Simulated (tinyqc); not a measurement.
## Polarisation charge from two barrier thicknesses

Question. VT = phiB - dEc - q sigma d/(eps0 eps_r). Find sigma, phiB - dEc and the thickness at which VT = 0.

Values chosen for this exercise:
```
symbol,value,unit,meaning
eps_r,9.3,,relative permittivity of barrier and channel
```

Constants: q = 1.602176634e-19 C, eps0 = 8.8541878128e-14 F/cm where lengths are in cm. Results are converted to the units shown.

VT for d = 15 and 21 nm (V): [-3.4637101, -5.1759062]

Solution. VT is linear in d.

sigma = 1.467e13 cm^-2
phiB - dEc = 0.8168 V
thickness for VT = 0 = 2.862 nm

tinyqc, about 0.01 s, one thread, Intel Xeon 2.30GHz (shared host): `OMP_NUM_THREADS=1 python tinyqc.py 2570064 2570065 out.jsonl`
